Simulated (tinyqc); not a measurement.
Threshold of a short bulk MOSFET: charge sharing, barrier lowering, narrow width: one step of the calculation.

n-channel device on a p-type body, depletion approximation, full ionisation. Uniform doping N = Na. Vbi from Boltzmann statistics is rough for the degenerate source. Cox = eps0 eox/tox.

Question. Short-channel and narrow-width shifts. Charge sharing (trapezoid; it ignores Vds): F = (xj/L)(sqrt(1 + 2 Wd/xj) - 1), lowering = body term times F. Barrier lowering: th = exp(-L/(2 l)) + 2 exp(-L/l), lowering = th [2 (Vbi - 2 pB) + Vds], DIBL = th. Narrow width: rise = body term times xw Wd/W. VT by each model = VT0 - lowering + rise.

Inputs (values chosen for the exercise); band and dielectric values close to those of silicon: junction depth xj = 17 nm; drain-source voltage Vds = 0.5 V; gate width W = 200 nm; shape factor of the fringing depletion at the width edges xw = 0.7854; channel length L = 210 nm.

2 pB = 0.91636466 V
Wd = 29.341195 nm
body term = 1.0291926 V
VT0 = 0.94555725 V
Vbi = 1.0451114 V
l = 21.987556 nm

Find: F; lowering by charge sharing; th; lowering of the barrier; DIBL; narrow-width rise; VT, charge sharing; VT, barrier lowering.

Answer.

F = 0.08985
lowering by charge sharing = 92.48 mV
th = 0.008577
lowering of the barrier = 6.497 mV
DIBL = 8.577 mV/V
narrow-width rise = 118.6 mV
VT, charge sharing = 0.9717 V
VT, barrier lowering = 1.058 V

L is 9.55 scale lengths. The charge-sharing lowering is 14.2 times the barrier lowering; the first falls off as 1/L and the second exponentially. Both describe the same loss of gate control, so they are alternatives and are not added.

Numbers from tinyqc (`OMP_NUM_THREADS=1 python tinyqc.py 2002178 2002179 out.jsonl`; about 0.01 s on one thread of a shared Intel Xeon 2.30GHz).
